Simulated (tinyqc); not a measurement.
Ballistic transport through the one-dimensional subbands of a rectangular nanowire or nanosheet channel: one step, computed by the program tinyqc.

Hard walls, parabolic subbands, transport along x. Energies are counted from the bulk conduction band edge at the top of the barrier, which the gate pulls down by U; the source Fermi level lies at the bulk edge when U = 0.

Problem. Subbands. E_pq = (hbar^2 pi^2/2)(p^2/(m_y b^2) + q^2/(m_z a^2)); valley pairs: (m_x, m_y, m_z) = (m_t, m_t, m_l), (m_t, m_l, m_t), (m_l, m_t, m_t), each with degeneracy g = 2; the 10 lowest subbands are kept.

Inputs (values chosen for the exercise, modelled on silicon):
```
quantity        value  unit
light mass m_t   0.19   m_0
heavy mass m_l  0.927   m_0
height a            3    nm
width b           4.9    nm
```

Valleys: silicon [100] wire.

Constants: hbar^2/(2 m_0) = 3.80998212 eV angstrom^2; k_B = 8.617333262e-05 eV/K.

Give: Subbands.

Solution.

Subbands:
```
valley axis  p  q  E (meV)  m_x (m_0)
z            1  1    127.5      0.190
y            1  1    236.8      0.190
z            1  2    262.7      0.190
y            2  1    287.5      0.190
x            1  1    302.3      0.927
y            3  1    372.0      0.190
z            2  1    374.8      0.190
z            1  3    488.1      0.190
y            4  1    490.2      0.190
z            2  2    510.0      0.190
```
